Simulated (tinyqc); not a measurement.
Strain as a design knob: strained quantum well: band edges, subbands and transparency.

Growth on (001), barriers unstrained: tr(e) = e (2 - nu2), Z = b e (1 + nu2); Ec = Ev + Eg + ac tr(e), E_HH = Ev + av tr(e) + Z, E_LH = Ev + av tr(e) - Z (coupling to the split-off band left out).

Masses along z: me, 1/(g1 - 2 g2) for HH, 1/(g1 + 2 g2) for LH, likewise in the barrier; in the plane me, 1/(g1 + g2) for HH and 1/(g1 - g2) for LH (no mixing, which understates the hole masses away from k = 0). Level n solves k L + 2 atan[(k/m)/(kappa/mb)] = n pi, k = sqrt(m E/c), kappa = sqrt(mb (V - E)/c), c = hbar^2/2m0.

Transparency (Bernard-Duraffourg): Fc - Fv equals the lowest transition energy with n = p, n = sum m/(2 pi c) kB T ln(1 + exp((Fc - E)/kB T)) and p likewise over the listed subbands; c = hbar^2/2m0, 1/angstrom^2 = 1e16/cm^2.

Constants: hbar^2/2m0 = 3.80998211 eV angstrom^2; kB = 8.617333262e-05 eV/K; hc = 1239.841984 eV nm.

Inputs chosen for the exercise (near those of an InGaAs/InP well; the results hold for these values, not for the real material):
```
symbol  value                                                    unit      meaning
nu2     0.997                                                              2 C12/C11
Eg      0.724                                                    eV        unstrained gap of the well
Ev      -0.594                                                   eV        its valence edge
ac      -6.06                                                    eV
av      1.08                                                     eV        Ev moves by av tr(e)
b       -1.89                                                    eV        shear potential
Egb     1.352                                                    eV        gap of the barrier
Evb     -0.94                                                    eV        its valence edge
L       108                                                      angstrom  well width
me      0.043                                                    m0        electron mass
g1      13.88                                                              gamma1
g2      5.47                                                               gamma2
meb     0.08                                                     m0
g1b     5.08
g2b     1.6
T       350                                                      K         temperature
es      (-0.02, -0.014, -0.008, -0.003, 0, 0.003, 0.007, 0.012)            strains
```

Only the strain is changed; the unstrained gap and the masses are kept.

Results:
```
e (%)  wavelength (nm)  top hole  hh1 - lh1 (meV)  n_tr (1e12/cm^2)  share in top
-2.0              1495       hh1              175             0.556          0.57
-1.4              1529       hh1              131             0.556          0.56
-0.8              1564       hh1               87             0.570          0.53
-0.3              1596       hh1               50             0.613          0.44
0.0               1616       hh1               28             0.666          0.36
0.3               1636       hh1                6             0.751          0.27
0.7               1719       lh1              -24             0.705          0.72
1.2               1855       lh1              -61             0.647          0.88
```

n_tr is largest at e = +0.3 % (0.75), where hh1 - lh1 = 6 meV and the top subband holds 27 % of the holes, and smallest, 0.56, at -2.0 and -1.4 %. The top hole level turns from hh to lh, and the light from TE to TM, between +0.3 and +0.7 %. The wavelength runs from 1495 to 1855 nm.

Program tinyqc; command `OMP_NUM_THREADS=1 python tinyqc.py 1280355 1280356 out.jsonl`; about 0.01 s on one thread of a shared Intel(R) Xeon(R) Processor @ 2.30GHz.
